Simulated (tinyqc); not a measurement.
Donor in an ellipsoidal valley (Kohn-Luttinger variational method): one step, computed by the program tinyqc. Command: `OMP_NUM_THREADS=1 python tinyqc.py 3024262 3024263 out.jsonl kohnlutt walk`. One thread of a shared host (Intel(R) Xeon(R) Processor @ 2.30GHz), about 0.04 s of CPU time with the checks.

H = -(d^2/dx^2 + d^2/dy^2) - gamma d^2/dz^2 - 2/r in units built on m_t, with gamma = m_t/m_l and z along the valley axis. One valley; no valley-orbit or central-cell term.

Task: Effective units. Ry* = Ry m_t/eps^2, a* = a_0 eps/m_t, gamma = m_t/m_l.

Inputs (values chosen for the exercise, modelled on 3C-SiC): transverse mass m_t = 0.241 m_0; longitudinal mass m_l = 0.691 m_0; dielectric constant eps = 9.7.

Constants: Ry = 13.605693123 eV; a_0 = 0.529177210903 angstrom.

Give: Ry*; a*; gamma.

Result:

Ry* = 34.85 meV

a* = 21.30 angstrom

gamma = 0.3488
